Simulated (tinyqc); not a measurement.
Inside a calculation. Model: quasi-harmonic thermal expansion with mode Grueneisen parameters. Computed by tinyqc, a small Python program that keeps every step. Command: `OMP_NUM_THREADS=1 python tinyqc.py 3021745 3021746 out.jsonl qha walk`. One thread of a shared host (Intel(R) Xeon(R) Processor @ 2.30GHz), about 0.02 s of CPU time with the checks. Intermediate numbers are printed to about 6 digits and carried at full precision; extremes and crossings named in words are read from the listed rows.

A crystal with two atoms a cell; per atom there are 1 transverse acoustic (TA), 1/2 longitudinal acoustic (LA) and 3/2 optical (O) modes. Every frequency of group i scales as nu_i (V/V0)^(-gamma_i). Each group has one frequency. Static energy: E = (9 V0 B0/16) [y^3 B' + y^2 (2 - 4 y)], y = (V0/V)^(2/3) - 1, with pressure P_s = (3 B0/2) (z^7 - z^5) [1 + (3/4)(B' - 4)(z^2 - 1)], z = (V0/V)^(1/3).

Inputs (values chosen for the exercise, modelled on magnesium oxide): static volume V0 = 9.34 angstrom^3/atom; static bulk modulus B0 = 161 GPa; static B' = 4.22; frequency nu_TA = 8.09 THz; frequency nu_LA = 12.9 THz; frequency nu_O = 14.6 THz; Grueneisen parameter gamma_TA = 1.2; Grueneisen parameter gamma_LA = 1.5; Grueneisen parameter gamma_O = 1.6; temperature T = 80 K; step factor f = 1.2.

Acoustic groups: Einstein.

Constants: h x 1 THz = 4.135667696 meV; k_B = 8.617333262e-05 eV/K; 1 eV/angstrom^3 = 160.2176634 GPa.

## Mode groups at the static volume

For a mode with x = h nu/(k_B T), n = 1/(exp(x) - 1): U = h nu (n + 1/2), C/k_B = x^2 n (n + 1); U_i and C_i sum these over group i with its weight per atom. Phonon pressure P_ph = sum_i gamma_i U_i/V.

Groups:
```
group  h nu_i/(k_B T)  U_i (meV)  C_i (k_B)  gamma_i C_i (k_B)
TA            4.85323    16.9919   0.186695           0.224035
LA            7.73878    13.3492  0.0130552          0.0195828
O             8.75862    45.2998  0.0180834          0.0289334
```

phonon pressure at V0 = 1.93657 GPa

## Grueneisen's estimate

gamma_th = sum gamma_i C_i / sum C_i; volume expansion coefficient alpha_V = gamma_th C k_B/(B0 V0); linear coefficient alpha_V/3; first-order volume change P_ph/B0.

heat capacity C at V0 = 0.217834 k_B/atom

gamma_th at V0 = 1.25119

linear expansion, Grueneisen estimate = 0.834136 ppm/K

first-order volume change = 1.20284 %

The TA group gives the largest part of the expansion.

## Equilibrium volume by iteration

Start at V0 and step V(new) = V [1 + f (P_s + P_ph)/B0]; stop when |P_s + P_ph| < 1e-8 GPa, after 60 steps, or when V leaves 0.7 to 1.3 V0.

Iterations:
```
step  V (angstrom^3)  P_s + P_ph (GPa)
0            9.34000       1.93657e+00
1            9.47481      -3.69828e-01
2            9.44870       6.36665e-02
3            9.45318      -1.11998e-02
4            9.45239       1.96301e-03
5            9.45253      -3.44282e-04
6            9.45251       6.03750e-05
7            9.45251      -1.05879e-05
8            9.45251       1.85677e-06
9            9.45251      -3.25618e-07
10           9.45251       5.71029e-08
11           9.45251      -1.00140e-08
12           9.45251       1.75607e-09
```

converged (1 yes, 0 no) = 1

volume V(T) = 9.45251 angstrom^3/atom

Converged at step 12; the volume lies +1.205 % from V0.

## Properties at the equilibrium volume

B_T = -V d(P_s + P_ph)/dV at fixed T (central difference, step 1e-4 V); alpha_V = sum gamma_i C_i k_B/(B_T V), all at V(T); the linear coefficient is alpha_L = alpha_V/3. C_P - C_V = alpha_V^2 B_T V T; the optical frequency is nu_O (V/V0)^(-gamma_O).

volume change from V0 = 1.20460 %

isothermal bulk modulus B_T = 157.695 GPa

linear expansion coefficient = 0.889563 ppm/K

C_V = 0.229639 k_B/atom

C_P - C_V = 6.15132e-05 k_B/atom

optical frequency at V(T) = 14.3230 THz

B_T lies -2.05 % from the static B0, and the Grueneisen estimate at V0 differs from this expansion coefficient by -6.2 %.

## Zero-point expansion

At T = 0, U_i is the zero-point energy (h nu/2 a mode); solve P_s + P_ph = 0.

volume at T = 0 = 9.45212 angstrom^3/atom

zero-point volume change = 1.20047 %

## Expansion against temperature

V(T) solves P_s + P_ph = 0. The Grueneisen estimate uses C_i, V0 and B0 at the static volume; gamma_th = sum gamma_i C_i / sum C_i is taken at V(T).

Quasi-harmonic results:
```
T (K)  V/V0 - 1 (%)  B_T (GPa)  alpha_L (ppm/K)  alpha_L, Grueneisen estimate  gamma_th
20          1.20047    157.751           0.0000                        0.0000   1.20001
40          1.20050    157.750           0.0239                        0.0212   1.20229
70          1.20245    157.722           0.5398                        0.5032   1.23573
100         1.21263    157.602           1.7956                        1.6969   1.29381
150         1.26055    157.129           4.5409                        4.3416   1.36395
220         1.39341    156.063           7.7335                        7.4397   1.40704
300         1.61150    154.594           9.9651                        9.5805   1.42651
450         2.12190    151.635          12.0072                       11.4432   1.43961
700         3.10671    146.596          13.3820                       12.4927   1.44583
1000        4.39798    140.555          14.2110                       12.9021   1.44804
```

alpha_L is positive throughout. gamma_th moves from 1.20, near gamma_TA = 1.2, to 1.45, near the average over all modes, 1.45, as the stiffer groups take up their share of C. B_T changes by -10.9 % over the table, and at the highest T the estimate at fixed V0 and B0 is off by -9.2 %. Rows with a volume change above 4 % are beyond the safe range of the quasi-harmonic model. In the coldest rows alpha_L is far too small in size, since one frequency a group leaves out the long acoustic waves.

Checks made by the program: zero of the pressure against the minimum of F(V) = E + F_ph (relative difference 1e-08); alpha against the slope of V(T) (relative difference 4e-07).
